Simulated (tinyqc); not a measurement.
## Poole-Frenkel parameters from three currents

Question. Poole-Frenkel conduction in an insulator follows J = s0 F exp[-(pt - sqrt(q F/(pi eps0 ei)))/Vt], Vt = kB T/q, F in V/cm. Find ei, pt and s0.

Constants: q = 1.602176634e-19 C, kB = 1.380649e-23 J/K, eps0 = 8.8541878128e-14 F/cm where lengths are in cm. Results are converted to the units shown.

J at (0.71 MV/cm, 400 K), (2.86 MV/cm, 400 K) and (2.86 MV/cm, 450 K) (A/cm^2): [0.098265693, 2751.3489, 5280.6822]

Answer. The two fields give the lowering coefficient and so ei; the two temperatures give the lowered barrier, to which the lowering is added back.

ei = 4.460
pt = 0.8100 eV
s0 = 0.3400 S/cm

Numbers from tinyqc (`OMP_NUM_THREADS=1 python tinyqc.py 2370049 2370050 out.jsonl`; about 0.01 s on one thread of a shared Intel Xeon 2.30GHz).
